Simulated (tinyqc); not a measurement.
# Thermal stress and diffusional relaxation in a metal film: Coble and Nabarro-Herring creep, cooling and holds, step by step

A worked calculation. Computed by tinyqc, a small Python program that keeps every step. Command: `OMP_NUM_THREADS=1 python tinyqc.py 3006170 3006171 out.jsonl creep walk`. One thread of a shared host (Intel(R) Xeon(R) Processor @ 2.30GHz), about 0.05 s of CPU time with the checks. Intermediate numbers are printed to about 7 digits and carried at full precision; extremes and crossings named in words are read from the listed rows.

A thin film on a rigid substrate is stress-free at T0. Tension is positive and the film creeps linearly: d sigma/dt = -M (mismatch) dT/dt - sigma/tau.

Inputs (values chosen for the exercise, modelled on silver films on silicon): biaxial modulus M = 130 GPa; expansion mismatch = 16.3 1e-6/K; atomic volume Omega = 17 angstrom^3; lattice prefactor D0 = 3.4e-05 m^2/s; lattice energy E = 1.9 eV; boundary prefactor (delta D_b)0 = 3.9e-15 m^3/s; boundary energy E_b = 0.9 eV; grain size d = 0.58 um; stress-free temperature T0 = 400 C; hold temperature T = 120 C; hold time t = 0.14 h; cooling rate = 1 C/min; yield stress = 460 MPa.

Constants: k_B = 1.380649e-23 J/K; k_B = 8.617333262e-05 eV/K.

## Elastic stress after a quench

Thermoelastic slope = M x mismatch; sigma_0 = slope x (T0 - T).

thermoelastic slope = 2.119 MPa/K

stress after a quench sigma_0 = 593.32 MPa

Caution: the elastic stress exceeds the yield stress, so dislocation glide would cap it first.

## Creep at the hold temperature

Creep rate per stress: Nabarro-Herring 14 D Omega/(k_B T d^2), Coble (14 pi) delta D_b Omega/(k_B T d^3), with D = D0 exp(-E/(k_B T)), delta D_b = (delta D_b)0 exp(-E_b/(k_B T)); 1/tau = M x (sum of both)/2 (biaxial strain rate is half the uniaxial one). Temperatures in kelvin are T(C) + 273.15. sigma(t) = sigma_0 exp(-t/tau), relaxed part sigma_0 - sigma(t); the grain size where both mechanisms are equal is pi delta D_b/D.

Nabarro-Herring rate = 1.952157e-24 1/(Pa s)

Coble rate = 7.994524e-15 1/(Pa s)

relaxation time tau = 0.5345540 h

stress after the hold = 456.6117 MPa

stress relaxed during the hold = 136.7083 MPa

crossover grain size = 2.375231e+09 um

Coble creep is 4.1e9 times as fast as Nabarro-Herring creep at this grain size. The crossover size is formal, far above any film grain. Caution: bulk creep laws overstate relaxation in a bonded film, where the substrate constrains boundary diffusion, and dislocation glide is left out.

## Stress after cooling to room temperature

Cooling from T0 at the constant rate: d sigma/dT = -slope + sigma/(tau(T) x rate), integrated to 25 C (stiff solver, tolerance 1e-9). Effective stress-free temperature T_eff = 25 C + sigma/slope.

stress at 25 C = 210.1427 MPa

effective stress-free temperature = 124.1707 C

Creep during cooling removes 73.6 % of the elastic value. Caution: bulk creep laws overstate relaxation in a bonded film, and dislocation glide would cap stresses above the yield stress.

## Where a fixed hold relaxes most

For each hold temperature: sigma_0 = slope (T0 - T), relaxed stress sigma_0 (1 - exp(-t/tau)), initial rate sigma_0/tau. In confined lines the relaxed part appears as void volume.

Holds:
```
T (C)  sigma_0 (MPa)       tau (h)  relaxed (MPa)  initial rate (MPa/h)
25           794.625  1.922843e+03   5.785364e-02          4.132553e-01
65           709.865  3.459747e+01   2.866692e+00          2.051783e+01
105          625.105  1.474810e+00   5.661020e+01          4.238545e+02
145          540.345  1.161439e-01   3.784728e+02          4.652374e+03
185          455.585  1.437538e-02   4.555581e+02          3.169202e+04
225          370.825  2.506169e-03   3.708250e+02          1.479649e+05
265          286.065  5.698608e-04   2.860650e+02          5.019910e+05
305          201.305  1.598706e-04   2.013050e+02          1.259175e+06
345          116.545  5.310687e-05   1.165450e+02          2.194537e+06
385           31.785  2.024939e-05   3.178500e+01          1.569677e+06
```

The relaxed stress peaks at 185 C among these rows: colder holds have more stress but slower diffusion, hotter ones faster diffusion but less stress. The initial rate peaks about k_B T^2/E_b = 43 K below T0 when boundaries dominate; its largest row is 345 C. Caution: dislocation glide would cap stresses above the yield stress; capping layers can block the surface and boundary paths, and threshold stresses are ignored.

Checks made by the program: cooling integral by quadrature (relative difference 4e-09).
